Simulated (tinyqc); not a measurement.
Regular and subregular solution with a miscibility gap: one step, computed by the program tinyqc. Command: `OMP_NUM_THREADS=1 python tinyqc.py 3026021 3026022 out.jsonl regsol walk`. One thread of a shared host (Intel(R) Xeon(R) Processor @ 2.30GHz), about 0.02 s of CPU time with the checks.

Per mole of mixing sites: G(x) = x (1 - x) [L0 + L1 (1 - 2x)] + R T [x ln x + (1 - x) ln(1 - x)], x the fraction of B.

Task: Spinodal at T. G' = L0 (1 - 2x) + L1 (1 - 6x + 6x^2) + R T ln[x/(1 - x)]; G'' = -2 L0 - 6 L1 (1 - 2x) + R T/[x (1 - x)]. Solve G'' = 0 on each side of x_c.

Inputs (values chosen for the exercise, for a model alloy): asymmetry L1 = -1.7 kJ/mol; temperature T = 284 K.

critical composition x_c = 0.5974009

L0 = 11.6 kJ/mol

Constants: R = 8.314462618 J/(mol K).

Give: spinodal x_s1; spinodal x_s2.

Result:

spinodal x_s1 = 0.1727

spinodal x_s2 = 0.9191

Caution: at such a low temperature diffusion in a solid alloy is normally frozen, so this equilibrium would not be reached.
